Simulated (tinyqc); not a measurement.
Metal-interlayer-semiconductor contact, depinning against tunnelling resistance: two steps of the calculation.

Zero bias, n-type semiconductor. Gap states at the semiconductor surface thin out as exp(-be ti), which unpins the barrier; electrons must then cross the interlayer (a rectangular barrier, no voltage drop across it) and the parabolic depleted layer, both by WKB. Energies E are counted from the Fermi level; no image force, parabolic bands.

Values chosen for this exercise; semiconductor values close to those of germanium; interlayer mass of the order of that in aluminium oxide, offset chosen freely:

| symbol | value | unit | meaning |
|---|---|---|---|
| T | 250 | K | temperature |
| Eg | 0.679 | eV | band gap |
| eps_r | 15.5 |  | relative permittivity |
| chi | 4.06 | eV | electron affinity |
| Nc | 7.91e18 | cm^-3 | conduction-band density of states at T |
| mt | 0.124 | m0 | tunnelling mass in the semiconductor |
| mA | 1.08 | m0 | Richardson mass |
| Nd | 3.3e18 | cm^-3 | donor density |
| E0 | 0.092 | eV | charge-neutrality level above the valence band |
| S0 | 0.05 |  | pinning factor without interlayer |
| phiM | 4.43 | eV | metal work function |
| ti | 1.1 | nm | interlayer thickness |
| dE | 2.46 | eV | conduction-band offset of the interlayer above the semiconductor |
| mi | 0.36 | m0 | tunnelling mass in the interlayer |
| be | 1.7 | 1/nm | decay constant of gap states through the interlayer |

Constants: q = 1.602176634e-19 C, kB = 1.380649e-23 J/K, eps0 = 8.8541878128e-12 F/m, hbar = 1.054571817e-34 J s, h = 6.62607015e-34 J s, m0 = 9.1093837015e-31 kg, Vt = kB T/q, hbar^2/(2 m0) = 0.0380998212 eV nm^2. Results are converted to the units shown.

Task 1. Pinning, barrier and scales. S = 1/(1 + (1/S0 - 1) exp(-be ti)); phiB = S (phiM - chi) + (1 - S)(Eg - E0); xi = Ec - EF deep inside, from Nd = Nc F(-xi/Vt), F(x) = (2/sqrt(pi)) int_0^infinity sqrt(u) du/(1 + exp(u - x)); band bending U = phiB - xi; E00 = (hbar/2) sqrt(Nd/(eps0 eps_r mt m0)) in volts; A = 4 pi q mA m0 kB^2/h^3.

Give: S; phiB; xi; U; E00; A.

Result 1.

S = 0.25456
phiB = 0.53176 eV
xi = 0.015674 eV
U = 0.51609 eV
E00 = 0.024328 eV
A = 129.79 A/(cm^2 K^2)

Task 2. Exponents and integrand on an energy grid. With U = phiB - xi: for xi < E < phiB, y = (E - xi)/U and G1 = (U/E00) [sqrt(1 - y) - y ln((1 + sqrt(1 - y))/sqrt(y))], G1 = 0 above phiB; G2 = 2 ti sqrt(mi max(phiB + dE - E, 0)/C), C = hbar^2/(2 m0); f = 1/(1 + exp(E/Vt)); integrand exp(-G1 - G2) f.

E, point 0 to 13 (eV): [0.02, 0.05538, 0.09077, 0.12615, 0.16154, 0.19692, 0.23231, 0.26769, 0.30308, 0.33846, 0.37385, 0.40923, 0.44462, 0.48]
phiB = 0.53176052 eV
xi = 0.015673983 eV
E00 = 0.024328066 eV

Wanted: G1; G2; f; integrand.

Result 2.

G1, point 0 to 13: [20.58, 17.19, 14.61, 12.42, 10.50, 8.79, 7.25, 5.87, 4.64, 3.53, 2.56, 1.72, 1.02, 0.46]
G2, point 0 to 13: [11.66, 11.59, 11.52, 11.45, 11.38, 11.31, 11.23, 11.16, 11.09, 11.02, 10.94, 10.87, 10.79, 10.72]
f, point 0 to 13: [0.2833, 0.07105, 0.01458, 0.002856, 5.537e-4, 1.072e-4, 2.074e-5, 4.014e-6, 7.766e-7, 1.503e-7, 2.907e-8, 5.627e-9, 1.089e-9, 2.107e-10]
integrand, point 0 to 13 (in units of 1e-13): [0.028, 0.226, 0.653, 1.225, 1.746, 2.013, 1.945, 1.607, 1.151, 0.721, 0.397, 0.192, 0.081, 0.029]

Range of the model: The depletion charge would drop about 0.12 V across such an interlayer (eps_r near 9) at ti = 1.1 nm and Nd = 3.3e18 cm^-3, against a band bending of 0.52 V; this model leaves that drop out.

tinyqc, about 0.04 s, one thread, Intel Xeon 2.30GHz (shared host): `OMP_NUM_THREADS=1 python tinyqc.py 2270169 2270170 out.jsonl`
